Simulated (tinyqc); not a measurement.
# Schottky barrier on an n-type semiconductor, non-linear Poisson equation by Newton steps: effects of single changes

One dimension, metal at x = 0, donor density C(x) = Nd, uniform. Energies are counted from the electron Fermi level of the semiconductor and the conduction-band edge is Ec = -psi, so n = Nc exp(psi/Vt); holes follow the Fermi level of the metal, at -V, so p = Nv exp((V - psi - Eg)/Vt). Ends: psi(0) = V - phiB and psi = Vt ln(Nd/Nc) deep inside. Boltzmann statistics, full ionisation, no current, no image force in the Poisson equation.

Parameters, values chosen for the exercise; band and dielectric values close to those of 4H silicon carbide: temperature T = 325 K; band gap Eg = 3.26 eV; relative permittivity eps_r = 9.62; conduction-band density of states at T Nc = 1.92e19 cm^-3; valence-band density of states at T Nv = 2.83e19 cm^-3; donor density deep in the semiconductor Nd = 8.5e16 cm^-3; barrier height phiB = 1.47 eV; bias of the metal against the semiconductor V = 0 V.

Constants: q = 1.602176634e-19 C, kB = 1.380649e-23 J/K, Vt = kB T/q, eps0 = 8.8541878128e-14 F/cm where lengths are in cm. Results are converted to the units shown.

Each table varies one quantity; the others keep the values above.

## Capacitance-voltage profiling

The Poisson equation d/dx(eps0 eps_r dpsi/dx) = -q (p - n + C) is solved on a mesh of about 1000 nodes or more that ends in neutral material. C_s = q d/dV of the integral of n over x, from the linearised equation. Probed depth w = eps0 eps_r/C_s; apparent doping N_app = C_s^3/(q eps0 eps_r dC_s/dV), the derivative by central differences over +/- 0.02 V.

The same in every row: true C(w) (cm^-3) = 8.500e16.

Capacitance-voltage profiling:

| V (V) | C_s (nF/cm^2) | w (nm) | N_app (cm^-3) | \|E_0\| (kV/cm) |
|---|---|---|---|---|
| 0 | 67.05 | 127.0 | 8.499e16 | 203.1 |
| -0.38 | 58.93 | 144.5 | 8.499e16 | 231.1 |
| -0.75 | 53.32 | 159.8 | 8.499e16 | 255.4 |
| -1.12 | 49.06 | 173.6 | 8.500e16 | 277.6 |
| -1.5 | 45.59 | 186.8 | 8.500e16 | 298.7 |
| -1.88 | 42.77 | 199.1 | 8.500e16 | 318.4 |
| -2.25 | 40.48 | 210.4 | 8.500e16 | 336.5 |
| -2.62 | 38.51 | 221.2 | 8.500e16 | 353.6 |
| -3 | 36.77 | 231.7 | 8.500e16 | 370.4 |

What does the table show?

C_s falls from 67.0 to 36.8 nF/cm^2 while the probed depth goes from 127 to 232 nm. The apparent doping stays near 8.50e16 cm^-3. It departs most from the true doping at that depth for V = 0 V, where it is 0.015 % below it; so the doping is read well over the depths probed.

## Effect of the donor density deep in the semiconductor

First integral for uniform doping: E_0^2 = (2 q/(eps0 eps_r)) [Nd (U - Vt + Vt exp(-U/Vt)) + Vt p_0], U = Vbi - V, Vbi = phiB - Vt ln(Nc/Nd), p_0 = Nv exp((phiB - Eg)/Vt) (deep holes neglected). Image-force lowering dphi = sqrt(q E_0/(4 pi eps0 eps_r)), at x_m = sqrt(q/(16 pi eps0 eps_r E_0)). W = sqrt(2 eps0 eps_r U/(q Nd)).

Effect of the donor density deep in the semiconductor:

| Nd (cm^-3) | Vbi (V) | W (nm) | E_0 (kV/cm) | dphi (mV) | exp(dphi/Vt) | p_0/Nd |
|---|---|---|---|---|---|---|
| 1e15 | 1.194 | 1127 | 20.94 | 17.71 | 1.882 | 4.946e-24 |
| 3.3e15 | 1.227 | 628.8 | 38.58 | 24.03 | 2.359 | 1.499e-24 |
| 1.1e16 | 1.261 | 349.1 | 71.43 | 32.70 | 3.214 | 4.496e-25 |
| 3.4e16 | 1.293 | 201.1 | 127.2 | 43.63 | 4.749 | 1.455e-25 |
| 1.1e17 | 1.325 | 113.2 | 231.7 | 58.89 | 8.189 | 4.496e-26 |
| 3.6e17 | 1.359 | 63.35 | 424.5 | 79.71 | 17.22 | 1.374e-26 |
| 1.2e18 | 1.392 | 35.12 | 784.8 | 108.4 | 47.94 | 4.122e-27 |
| 3.8e18 | 1.425 | 19.97 | 1413 | 145.4 | 180.0 | 1.302e-27 |

Read the table: what changes, and by how much?

As Nd goes from 1e15 to 3.8e18, the surface field rises from 20.9 to 1410 kV/cm, the lowering rises from 17.7 to 145 mV and W falls from 1130 to 20.0 nm. Over the table the lowering goes as Nd^(0.26); the depletion formulas give 1/4 at fixed Vbi. For Nd = 1.2e18, 3.8e18 the field exceeds 600 kV/cm, where tunnelling through the top of the barrier adds to any current.

Numbers from tinyqc (`OMP_NUM_THREADS=1 python tinyqc.py 2020025 2020026 out.jsonl`; about 0.03 s on one thread of a shared Intel Xeon 2.30GHz).
